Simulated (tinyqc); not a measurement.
Gate sheet resistance from two finger widths.

Inverse problem. At low frequency R = Rsh Wf/(3 L) + B/Wf, where B collects the channel and vertical terms. Find Rsh, B and the width of lowest R.

Parameters, values chosen for the exercise:
```
symbol,value,unit,meaning
L,1.9,um,channel length
```

input resistance of single fingers, contacted at one end, of width 1.1 and 8.2 um (ohm): 128.41132  25.560890

Solution. R Wf is a straight line in Wf^2; the minimum of R lies where both terms are equal.

Rsh = 5.900 ohm/square
B = 140.0 ohm um
width of lowest R = 11.63 um

Computed by the program tinyqc: `OMP_NUM_THREADS=1 python tinyqc.py 2262148 2262149 out.jsonl`, one thread of a shared Intel Xeon 2.30GHz, about 0.01 s for the whole run.
